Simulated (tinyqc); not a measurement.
Matthiessen's rule against the full average: mobility of a non-polar semiconductor in the relaxation-time approximation. Computed by tinyqc, a small Python program. Command: `OMP_NUM_THREADS=1 python tinyqc.py 3007917 3007918 out.jsonl rta walk`. One thread of a shared host (Intel(R) Xeon(R) Processor @ 2.30GHz), about 0.01 s of CPU time with the checks.

Each valley is treated as a sphere of mass m_d for states and rates, with one isotropic relaxation time; the conductivity mass m_c sets the current.

Inputs (values chosen for the exercise, modelled on electrons in diamond): longitudinal mass m_l = 1.51 m_0; transverse mass m_t = 0.277 m_0; equivalent valleys Z = 6; non-parabolicity alpha = 0.21 1/eV; static permittivity eps_s = 5.7; density rho = 3515 kg/m^3; sound velocity v_l = 18700 m/s; acoustic deformation potential D_A = 8.3 eV; phonon energy hbar w = 147 meV; optical or intervalley deformation potential D_o = 7.7 1e8 eV/cm; final valleys Z_f = 5; carrier density n = 1.3e+19 1/cm^3; compensation ratio C = 0; temperature T = 400 K.

Band: Kane. Impurity formula: Brooks-Herring. Further scattering: none.

Constants: k_B = 8.617333262e-05 eV/K; m_0 = 9.1093837015e-31 kg; e = 1.602176634e-19 C; hbar = 1.054571817e-34 J s; eps_0 = 8.8541878128e-12 F/m; k_B = 1.380649e-23 J/K; hbar = 6.582119569e-16 eV s.

Method:
- m_d = (m_l m_t^2)^(1/3); 1/m_c = (1/m_l + 2/m_t)/3; Hall mass factor A = 3 K_m (K_m + 2)/(2 K_m + 1)^2, K_m = m_l/m_t; N_I = n (1 + C)/(1 - C).
- Kane band: hbar^2 k^2/(2 m) = E (1 + alpha E), speed v = hbar k/(m (1 + 2 alpha E)), states per spin, volume and energy g(E) = m k (1 + 2 alpha E)/(2 pi^2 hbar^2); overlap factors are set to 1. Here m = m_d. Masses are multiplied by m_0 and all formulas are in SI units.
- The reduced Fermi level eta = E_F/(k_B T) solves n = 2 Z int g f dE with f = 1/(1 + exp(x - eta)) (Z = 1 unless valleys are given); screening length L_s = sqrt(eps_s eps_0 k_B T/(e^2 dn/deta)), dn/deta = 2 Z int g f (1 - f) dE.
- Integrals over x = E/(k_B T) use 160 Gauss-Legendre points in u = sqrt(x) from 0 to sqrt(max(eta, 0) + 32).
- Phonon occupation N_q = 1/(exp(hbar w/(k_B T)) - 1).
- Acoustic deformation potential (elastic, equipartition, absorption and emission together): 1/tau = 2 pi k_B T D_A^2 g(E)/(hbar rho v_l^2).
- Optical or intervalley deformation potential: 1/tau = (pi Z_f D_o^2/(rho w)) [N_q g(E + hbar w) + (N_q + 1) g(E - hbar w)], with g = 0 below the band edge.
- Each optical term is multiplied by (1 - f(E'))/(1 - f(E)), E' the final energy, for Pauli blocking.
- Singly charged impurities, momentum relaxation: 1/tau = N_I e^4 m (1 + 2 alpha E) Phi/(8 pi (eps_s eps_0)^2 hbar^3 k^3), with alpha = 0 for a parabolic band.
- Brooks-Herring: Phi = ln(1 + b) - b/(1 + b), b = 4 k^2 L_s^2.
- mu = (m_d/m_c) (2 Z e/(3 n k_B T)) int g v^2 tau f (1 - f) dE.
- Averages over x are split at the emission threshold x_0 = hbar w/(k_B T): 64 Gauss-Legendre points in sqrt(x) below it and 128 in sqrt(x - x_0) above it, up to x = max(eta, 0) + 32.
- Rates are added at each energy before the average. With <y> = int g v^2 y f (1 - f) dE: Hall factor r_H = A (3 n k_B T/(2 Z m_d)) <tau^2/(1 + 2 alpha E)>/<tau>^2 (alpha = 0 for a parabolic band); Hall mobility r_H mu; |S| = (k_B/e) (<x tau>/<tau> - eta); resistivity 1/(n e mu).
- Matthiessen's rule adds 1/mu of the separate processes.

acoustic mobility = 4975.12 cm^2/(V s)

optical mobility = 23142.4 cm^2/(V s)

ionised impurity mobility = 130.255 cm^2/(V s)

drift mobility mu = 118.624 cm^2/(V s)

Separate mobilities:
```
process           mu (cm^2/(V s))  share of the sum of 1/mu (%)
acoustic                     4975                         2.537
optical                     23142                         0.545
ionised impurity              130                        96.917
```

mobility by Matthiessen's rule = 126.24 cm^2/(V s)

excess of Matthiessen's rule over the full mu = 6.4202 %

What follows from these numbers?

The rule gives 126.2 against the full 118.6, 6.4 % too high; it can only overestimate, since each separate average is carried by the energies where that process is weak. The largest shares are ionised impurity (97 %) and acoustic (3 %). Caution: above a few 1e18 per cm^3 the Born approximation, static screening and an unperturbed band are rough; measured mobilities are usually lower. Caution: n is taken as given; at low temperature (in diamond even at 300 K) real dopants can freeze out, which changes n and N_I.

Extremes, crossings and ranges named in words are read from the listed rows.
